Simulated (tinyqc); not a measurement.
## Tunnelling through a two-layer gate stack, WKB transmission and Tsu-Esaki current: effect of the tunnelling mass m1

Electrons leave the emitter at x = 0. Energies E (motion across the layers) are in eV from the emitter Fermi level; the collector Fermi level lies at -V and offers states at every E. No charge in the dielectric and no image force: F1 = V/(t1 + t2 eps1/eps2), F2 = F1 eps1/eps2; U = phi1 - F1 x in layer 1 and phi2 - F1 t1 - F2 (x - t1) in layer 2. With C = hbar^2/(2 m0), kappa = sqrt(m (U - E)/C) where U > E and 0 elsewhere; T(E) = exp(-S), S = 2 times the integral of kappa over x.

Each layer adds (2/F) sqrt(m/C) [G(u at its left edge) - G(u at its right edge)] to S, with u = U - E (0 where negative) and G(u) = (2/3) u^1.5. J = J0 times the integral of T(E) N(E) dE, N = ln[(1 + exp(-E/Vt))/(1 + exp((-E - V)/Vt))], J0 = q^2 me m0 kB T/(2 pi^2 hbar^3) (times 1e-4 for A/cm^2 per eV), from E = -Ef to far above the barrier (T = 1 there), by quadrature converged to the digits shown.

Values chosen for this exercise; layer 1 close to aluminium oxide, layer 2 close to zirconium oxide:
- T = 77 K (temperature)
- Ef = 0.24 eV (Fermi energy of the emitter above its band bottom)
- me = 1 m0 (emitter mass in the supply function)
- phi1 = 2.66 eV (barrier of layer 1 above the emitter Fermi level at zero bias)
- t1 = 1.2 nm (thickness of layer 1)
- eps1 = 8.74 (relative permittivity of layer 1)
- phi2 = 1.46 eV (barrier of layer 2 at zero bias)
- m2 = 0.26 m0 (tunnelling mass of layer 2)
- t2 = 2.9 nm (thickness of layer 2)
- eps2 = 25.8 (relative permittivity of layer 2)
- V = 1.6 V (voltage across the dielectric)

Constants: q = 1.602176634e-19 C, kB = 1.380649e-23 J/K, hbar = 1.054571817e-34 J s, m0 = 9.1093837015e-31 kg, Vt = kB T/q, hbar^2/(2 m0) = 0.0380998212 eV nm^2. Results are converted to the units shown.

Result of one run:
```
S at E = 0	T(E = 0)	J (A/cm^2)	mean E of the current (eV)
15.34	2.169e-7	9.758	-0.09216
```

Which tunnelling mass of layer 1 m1 gave this result: 0.12, 0.15, 0.25, 0.4 or 0.63 m0?

m1 = 0.25 m0.

The whole series:
```
m1 (m0)	S at E = 0	T(E = 0)	J (A/cm^2)	mean E of the current (eV)
0.12	12.53	3.600e-6	171.7	-0.09431
0.15	13.28	1.704e-6	80.02	-0.09374
0.2	14.38	5.696e-7	26.14	-0.09290
0.25	15.34	2.169e-7	9.758	-0.09216
0.31	16.38	7.679e-8	3.382	-0.09138
0.4	17.77	1.924e-8	0.8237	-0.09034
0.5	19.13	4.911e-9	0.2046	-0.08933
0.63	20.72	1.007e-9	0.04066	-0.08817
```

J falls from 172 to 0.0407 A/cm^2. S goes as m1^(0.30): only one of the two layers feels this mass, so the power is below 0.5.

Computed by the program tinyqc: `OMP_NUM_THREADS=1 python tinyqc.py 2540053 2540054 out.jsonl`, one thread of a shared Intel Xeon 2.30GHz, about 0.03 s for the whole run.
